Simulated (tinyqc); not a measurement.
Solubility, supersaturation, precipitation and gettering of an impurity in a silicon-like host: one step, computed by the program tinyqc.

The wafer was saturated at T1 and is then held at T.

Problem. Growing precipitates. Growing sinks: with y = r/r_f and y0 = r0/r_f, dy/dt = (1 - y^3)/(3 tau_f y), which integrates to t/tau_f = F(y) - F(y0), F(y) = (1/2) ln[(1 + y + y^2)/(1 - y)^2] - sqrt(3) arctan[(2y + 1)/sqrt(3)]; the share of the excess left is (1 - y^3)/(1 - y0^3), and C(t) = C_eq + (C0 - C_eq) x share.

Inputs (values chosen for the exercise, modelled on gold in silicon):
```
quantity,value,unit
temperature of saturation T1,1350,K
anneal temperature T,906,K
initial sink radius r0,48,nm
anneal time t,34000,s
```

final radius r_f = 118.2028 nm

tau_f = 268684.4 s

C_eq(T) = 1.041172e+13 1/cm^3

C0 = 3.389712e+16 1/cm^3

Give: radius at t; share of the excess left; C(t) with growing sinks.

Solution.

radius at t = 58.09 nm

share of the excess left = 0.9446

C(t) with growing sinks = 3.202e+16 1/cm^3

5.5 % of the excess has precipitated.
